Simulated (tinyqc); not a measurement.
Ion implantation: universal nuclear stopping, Lindhard-Scharff electronic stopping and a Gaussian range profile: one step, computed by the program tinyqc. Command: `OMP_NUM_THREADS=1 python tinyqc.py 3017577 3017578 out.jsonl implant walk`. One thread of a shared host (Intel(R) Xeon(R) Processor @ 2.30GHz), about 0.06 s of CPU time with the checks.

An ion slows by elastic collisions with screened nuclei and by friction with electrons; channelling is ignored and the target is uniform.

Task: Range and straggle. Reduced energy eps = 32.53 M2 E/(Z1 Z2 (M1 + M2)(Z1^0.23 + Z2^0.23)), E in keV; s_n = ln(1 + 1.1383 eps)/(2 (eps + 0.01321 eps^0.21226 + 0.19593 eps^0.5)) for eps up to 30 and ln(eps)/(2 eps) above; S_n = 8.462 Z1 Z2 M1 s_n/((M1 + M2)(Z1^0.23 + Z2^0.23)) in 1e-15 eV cm^2. S_e = k 3.83 Z1^(7/6) Z2/(Z1^(2/3) + Z2^(2/3))^(3/2) sqrt(E/M1) in 1e-15 eV cm^2, E in keV. Path length R = int_0^E dE'/(N (S_n + S_e)); energy lost to nuclei nu = int_0^E S_n/(S_n + S_e) dE' (both with E' = E y^3 and 64 Gauss-Legendre points in y). Estimates of Lindhard type: R_p = R/(1 + M2/(3 M1)), straggle dR_p = (2/3) R_p sqrt(M1 M2)/(M1 + M2).

Inputs (values chosen for the exercise, modelled on phosphorus ions in aluminium): ion atomic number Z1 = 15; ion mass M1 = 31 u; target atomic number Z2 = 13; target mass M2 = 26.98 u; target density N = 60.2 1/nm^3; ion energy E = 22 keV; scale factor of electronic stopping k = 1.5.

Give: path length R; projected range R_p; straggle dR_p; energy lost to nuclei nu.

Result:

path length R = 38.782 nm

projected range R_p = 30.061 nm

straggle dR_p = 9.9963 nm

energy lost to nuclei nu = 16.888 keV

77 % of the energy goes to nuclei over the whole path.
